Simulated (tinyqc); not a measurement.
From results back to parameters: k.p values derived from sp3s* tight binding at Gamma. Three cases, with inputs chosen for the exercise.

Problem. The electron mass obeys m0/m = A + Ep/EG, where A gathers the direct term and the higher bands, and Ep = P^2/c with c = hbar^2/2m0, P = (a/4)(sa pc Vsapc + sc pa Vscpa). The mass comes from a hidden Vscpa (s cation, p anion); sa, sc are the anion and cation parts of S+, the upper s level at Gamma, and pa, pc those of P-, the lower p level (P+ is the upper one).

Constants: hbar^2/2m0 = 3.80998211 eV angstrom^2.

Case 1.

Values chosen (out of a larger set: near a published set for InP, fitted to gaps, whose masses and valley positions are rough; not measured data): a = 5.874 angstrom (lattice constant); Vsapc = 2.225 eV (s anion, p cation).

m = 0.1227629 m0
A = -1.49996
EG = 1.441080 eV

sa, sc, pa, pc: 0.475925  -0.879486  0.904477  -0.426522

Case 2.

Values chosen (out of a larger set: near a published set for GaAs, fitted to gaps, whose masses and valley positions are rough; not measured data): a = 5.651 angstrom (lattice constant); Vsapc = 4.499 eV (s anion, p cation).

m = 0.1174855 m0
A = -1.54188
EG = 1.538992 eV

sa, sc, pa, pc: 0.545949  -0.837818  0.882465  -0.470378

Case 3.

Values chosen (out of a larger set: near a published set for SiC, fitted to gaps, whose masses and valley positions are rough; not measured data): a = 4.364 angstrom (lattice constant); Vsapc = 9.445 eV (s anion, p cation).

m = 0.4942866 m0
A = -2.51986
EG = 5.838746 eV

sa, sc, pa, pc: 0.654637  -0.755943  0.820378  -0.571821

Find: Ep; Vscpa.

Solution. Ep = (m0/m - A) EG gives |P|; both terms of P have the sign of sc pa, and the linear relation gives Vscpa. A is held fixed, though its part from P+ also depends on Vscpa.

Case 1.

Ep = 13.90 eV
Vscpa = 5.66 eV

Case 2.

Ep = 15.47 eV
Vscpa = 5.79 eV

Case 3.

Ep = 26.53 eV
Vscpa = 9.16 eV

Computed by tinyqc, one run a case: `OMP_NUM_THREADS=1 python tinyqc.py N N+1 out.jsonl` with N = 1481308, 1481375, 1481388; one thread of a shared Intel(R) Xeon(R) Processor @ 2.30GHz, about 0.01 s a run at most.
